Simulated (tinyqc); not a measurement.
# Short-channel transistor, virtual-source model with series resistance: effect of the temperature on the on and off currents

The current per gate width is the charge at the top of the source barrier (the virtual source) times its velocity times a saturation function; al and be are fitting constants of the model. Units: I in uA/um, Rs in ohm um, so I Rs = 1e-6 I Rs in volts; Q in uC/cm^2, so I = 1e-4 Q vx0 Fsat with vx0 in cm/s.

Intrinsic voltages Vg' = Vgs - I Rs, Vd' = Vds - 2 I Rs. n = n0 + nd Vd', VT = VT0 - dl Vd', Ff = 1/(1 + exp((Vg' - VT + al Vt/2)/(al Vt))), Q = Cinv n Vt ln(1 + exp((Vg' - VT + al Vt Ff)/(n Vt))), Vdsat = (vx0 L/mu)(1 - Ff) + Vt Ff, Fsat = u/(1 + u^be)^(1/be) with u = Vd'/Vdsat, and I = Q vx0 Fsat per width. I is solved self-consistently. Ion is I at Vgs = Vds = 0.6 V, Ioff at Vgs = 0, Vds = 0.6 V, and Rlin = Vds/I at Vgs = 0.6 V, Vds = 0.05 V. mu, vx0, VT0, dl and n0 are held fixed.

Parameters, values chosen for the exercise: inversion capacitance Cinv = 3.25 uF/cm^2; velocity at the virtual source vx0 = 1.33e7 cm/s; apparent mobility mu = 190 cm^2/(V s); channel length L = 65 nm; threshold at zero drain voltage VT0 = 0.36 V; drain-induced barrier lowering dl = 0.087 V/V; subthreshold factor n0 = 1.09; growth of n with drain voltage nd = 0 1/V; threshold shift (in units of Vt) from weak to strong inversion al = 3.5; sharpness of saturation be = 1.6; series resistance of each contact Rs = 50 ohm um.

Constants: q = 1.602176634e-19 C, kB = 1.380649e-23 J/K, Vt = kB T/q. Results are converted to the units shown.

Result of one run:
```
Ion (uA/um)  Ioff (nA/um)  log10(Ion/Ioff)  Rlin (ohm um)
767.20             92.483           3.9188         518.45
```

Which temperature T gave this result: 200, 260, 320 or 380 K?

T = 320 K.

The whole series:
```
T (K)  Ion (uA/um)  Ioff (nA/um)  log10(Ion/Ioff)  Rlin (ohm um)
200         749.22       0.14898           6.7015         540.28
230         752.35        1.4074           5.7280         536.06
260         756.46        7.8952           4.9814         530.87
290         761.44        30.811           4.3929         524.93
320         767.20        92.483           3.9188         518.45
350         773.62        228.29           3.5300         511.63
380         780.61        485.40           3.2063         504.61
410         788.06        918.93           2.9333         497.51
```

As T goes from 200 to 410 K, Ion rises from 749 to 788 uA/um, Ioff rises from 0.149 to 919 nA/um and Rlin falls from 540 to 498 ohm um. Ion changes by a factor of 1.05 and Ioff by 6170.

Computed by the program tinyqc: `OMP_NUM_THREADS=1 python tinyqc.py 2380114 2380115 out.jsonl`, one thread of a shared Intel Xeon 2.30GHz, about 0.01 s for the whole run.
